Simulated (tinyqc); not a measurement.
Band offset of a heterojunction with an interface dipole (two-band chains, self-consistent charge), step by step. Values are carried at full precision from step to step, so a last printed digit may differ when a step is redone from the rounded ones.

Sites alternate A, C. Left: A at -G1/2, C at +G1/2, hopping -t1; right: A at D - G2/2, C at D + G2/2, hopping -t2; the bonds across the two interfaces of a ring (C left to A right, C right to A left) have -sqrt(t1 t2). D is the offset of the mid-gaps, so Ev(right) - Ev(left) = D - (G2 - G1)/2 and Ec(right) - Ec(left) = D + (G2 - G1)/2. The closing bond has its sign reversed (antiperiodic ring). Half the levels are filled with two electrons each. The charge moved is q = (electrons on the left) less one a site; the mean over the two interfaces, q/2, is taken as the charge that crosses each, and its dipole opposes the offset: D = D0 - u q/2.

Values chosen for the exercise (gaps near those of Si and SiO2; the chains and D0 are free models, so the offsets are not those of the real pair; shifted at random, so the results belong to these values and not to a real crystal):
```
symbol  value  unit  meaning
G1      1.16   eV    gap on the left
G2      9.37   eV    gap on the right
t1      2.49   eV    hopping on the left
t2      2.32   eV    hopping on the right
D0      -0.84  eV    mid-gap of the right side above that of the left, without dipole
n       2            cells a side in the small ring
u       5.5    eV    potential step per electron moved across
mx      0.2          mixing
```

## The small ring at D = D0

Fill in H.

H (eV), lower triangle:
```
,AL1,CL1,AL2,CL2,AR1,CR1,AR2,CR2
AL1,-0.5800
CL1,-2.4900,0.5800
AL2,0,-2.4900,-0.5800
CL2,0,0,-2.4900,0.5800
AR1,0,0,0,-2.4035,-5.5250
CR1,0,0,0,0,-2.3200,3.8450
AR2,0,0,0,0,0,-2.3200,-5.5250
CR2,2.4035,0,0,0,0,0,-2.3200,3.8450
```

## Levels and site charges

Diagonalise, fill the lower half with two electrons each, and sum the electrons on the left (L) less one a site.

levels (eV): -7.2123  -6.3263  -3.9588  -1.8552  1.6638  3.6642  4.9124  5.7522

electrons on the sites: AL1 1.3700, CL1 0.6938, AL2 1.2794, CL2 0.5994, AR1 1.8011, CR1 0.1742, AR2 1.8327, CR2 0.2495

q = -0.0574 electrons

Electrons move to the right, the side whose mid-gap lies lower.

## Self-consistent offset

From here on the ring has 24 cells a side.

Start at D = D0; D(out) = D0 - u q(D)/2; D(new) = D + mx (D(out) - D); stop when |D(out) - D| < 1e-7 eV.

Iterations:
```
i,D (eV),q,D(out) (eV),D(out) - D
0,-0.84000,-0.06275,-0.66744,0.173
1,-0.80549,-0.06008,-0.67478,0.131
2,-0.77935,-0.05806,-0.68032,0.0990
3,-0.75954,-0.05654,-0.68451,0.0750
4,-0.74454,-0.05539,-0.68768,0.0569
5,-0.73316,-0.05452,-0.69007,0.0431
6,-0.72454,-0.05386,-0.69188,0.0327
7,-0.71801,-0.05336,-0.69326,0.0248
8,-0.71306,-0.05298,-0.69430,0.0188
...,...,...,...,...
48,-0.69755,-0.05180,-0.69755,2.90e-07
49,-0.69755,-0.05180,-0.69755,2.20e-07
50,-0.69755,-0.05180,-0.69755,1.66e-07
51,-0.69755,-0.05180,-0.69755,1.26e-07
52,-0.69755,-0.05180,-0.69755,9.56e-08
```

D = -0.6976 eV

Converged at i = 52: the dipole removes 17 % of the starting offset.

## Linear response

chi = (q(+h) - q(-h))/(2h) at D = 0 with h = 0.01 eV; S = 1/(1 + u chi/2); linear estimate D = S D0.

chi = 0.07329 1/eV
S = 0.8323
linear estimate of D = -0.6991 eV

The self-consistent value is -0.6975 eV, +1.6 meV from the estimate. At D = 0 no net charge crosses: the mid-gaps are the neutrality levels of these symmetric chains.

## The line-up

Ev(right) - Ev(left) = D - (G2 - G1)/2 and Ec(right) - Ec(left) = D + (G2 - G1)/2, for D0, for the self-consistent D and for D = 0. Type I: the offsets have opposite signs; type III: one valence edge lies above the other conduction edge; else type II.

Offsets (eV):
```
case,D,valence,conduction,type
no dipole,-0.840,-4.945,3.265,type I (straddling)
self-consistent,-0.698,-4.803,3.407,type I (straddling)
neutrality levels aligned,0.000,-4.105,4.105,type I (straddling)
```

The dipole shifts both offsets alike and leaves the type.

## Checks

- q at D = 0 against zero, as particle-hole symmetry demands: both 0.000000.
- q at the self-consistent D on 24 against 48 cells a side: both -0.0518.

Run: tinyqc, `OMP_NUM_THREADS=1 python tinyqc.py 1452718 1452719 out.jsonl`; Intel(R) Xeon(R) Processor @ 2.30GHz, one thread, shared host; about 0.5 s of CPU time with all checks.
